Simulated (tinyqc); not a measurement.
Worked calculation: density of states of one tight-binding band on the triangular lattice. Values are carried at full precision from step to step, so a last printed digit may differ when a step is redone from the rounded ones.

E(k) = -2 t (cos 2 pi k1 + cos 2 pi k2 + cos 2 pi (k1 + k2)); k in fractions of the reciprocal vectors, mesh k_i = j/N with j = 0 .. N-1. Densities are per cell and per spin, so the band holds one state.

Inputs chosen for the exercise: t = 1.17 eV (nearest hopping); N = 8 (mesh points along each axis); bins = 10 (bins of the histogram); E_lo = -7.113 eV (lower end of the histogram); E_hi = 3.617 eV (upper end); E = -1.72 eV (energy at which the density is wanted); sigma = 0.117 eV (Gaussian width).

## Energies on the mesh

Evaluate the band at all 64 points and collect equal values.

Distinct energies:
```
E_k (eV)  points
-7.0200        1
-5.6493        6
-3.3093        6
-2.3400        6
0.0000        12
0.9693         6
2.3400        21
3.3093         6
```

The 64 points give 8 distinct energies between -7.0200 and 3.3093 eV; a dense mesh gives a band from -7.020 to 3.510 eV.

## Histogram

Count the points in equal bins from E_lo to E_hi; g = count/(all points x bin width).

Histogram:
```
from (eV)  to (eV)  points  g (1/eV)
-7.1130    -6.0400       1    0.0146
-6.0400    -4.9670       6    0.0874
-4.9670    -3.8940       0    0.0000
-3.8940    -2.8210       6    0.0874
-2.8210    -1.7480       6    0.0874
-1.7480    -0.6750       0    0.0000
-0.6750     0.3980      12    0.1747
0.3980      1.4710       6    0.0874
1.4710      2.5440      21    0.3058
2.5440      3.6170       6    0.0874
```

Empty bins: 2 of 10; the fullest holds 21 points. Empty bins inside the band come from the coarse mesh, not from gaps.

## Gaussian broadening at one energy

Gaussian broadening: g(E) = mean over the mesh of exp(-(E - E_k)^2/(2 sigma^2))/(sigma sqrt(2 pi)), n(E) = mean of erfc((E_k - E)/(sigma sqrt 2))/2.

Sum over the distinct energies with their counts.

n(E) = 0.2969
g(E) = 0.0000 1/eV

## One triangle of the mesh

For corner energies e1 <= e2 <= e3 and eij = ei - ej, the share of the triangle below E is n = (E - e1)^2/(e21 e31) for e1 < E < e2 and n = 1 - (e3 - E)^2/(e31 e32) for e2 < E < e3; its density of states is g = dn/dE.

corner energies, sorted (eV): [-3.3093, -2.3400, 0.0000]

Find its share below E and its density of states at E.

n = 0.6180
g = 0.4442 1/eV

E lies between corners 2 and 3.

## Sum over all linear triangles

Each cell of the mesh is cut along (i+1, j)-(i, j+1) into two triangles. For corner energies e1 <= e2 <= e3 and eij = ei - ej, the share of the triangle below E is n = (E - e1)^2/(e21 e31) for e1 < E < e2 and n = 1 - (e3 - E)^2/(e31 e32) for e2 < E < e3; its density of states is g = dn/dE.

Average n and g over all pieces of the mesh. The reference uses the same method with N = 240.

n(E) = 0.2609
g(E) = 0.0703 1/eV
reference n(E) = 0.266
reference g(E) = 0.067 1/eV

On this mesh the linear method errs by +0.004 1/eV in g and -0.005 in n; the Gaussian sum erred by -0.067 and +0.031.

## Checks

- States below the top of the band by the linear method against one: both 1.000000.

Run: tinyqc, `OMP_NUM_THREADS=1 python tinyqc.py 1651812 1651813 out.jsonl`; Intel(R) Xeon(R) Processor @ 2.30GHz, one thread, shared host; about 0.09 s of CPU time with all checks.
